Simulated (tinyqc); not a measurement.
From results back to parameters: recursion (Haydock) method for the local density of states: bulk site of a cubic lattice. Three cases, with inputs chosen for the exercise.

Problem. A local density has moments mu1 = a0, mu2 = a0^2 + b1^2 and, for a1 = a2 = 0, mu4 = a0^4 + 3 a0^2 b1^2 + b1^4 + b1^2 b2^2; b1^2 = (number of neighbours) t^2. The moments come from a hidden site.

Find: a0, b1, b2; neighbours.

Method. Take the moments in turn: mu1 gives a0, mu2 gives b1, mu4 gives b2.

Case 1.

Values chosen: t = 1.19 eV (hopping).

mu1, mu2, mu4 (eV^n): 0.00000  8.49660  180.48053

Solution.

a0, b1, b2 (eV): 0.000  2.915  3.570

neighbours = 6

Case 2.

Values chosen: t = 0.59 eV (hopping).

mu1, mu2, mu4 (eV^n): 0.00000  2.08860  10.90562

Solution.

a0, b1, b2 (eV): 0.000  1.445  1.770

neighbours = 6

Case 3.

Values chosen: t = 0.88 eV (hopping).

mu1, mu2, mu4 (eV^n): 0.00000  4.64640  53.97258

Solution.

a0, b1, b2 (eV): 0.000  2.156  2.640

neighbours = 6

Computed by tinyqc, one run a case: `OMP_NUM_THREADS=1 python tinyqc.py N N+1 out.jsonl` with N = 1480960, 1481392, 1481406; one thread of a shared Intel(R) Xeon(R) Processor @ 2.30GHz, about 0.2 s a run at most.
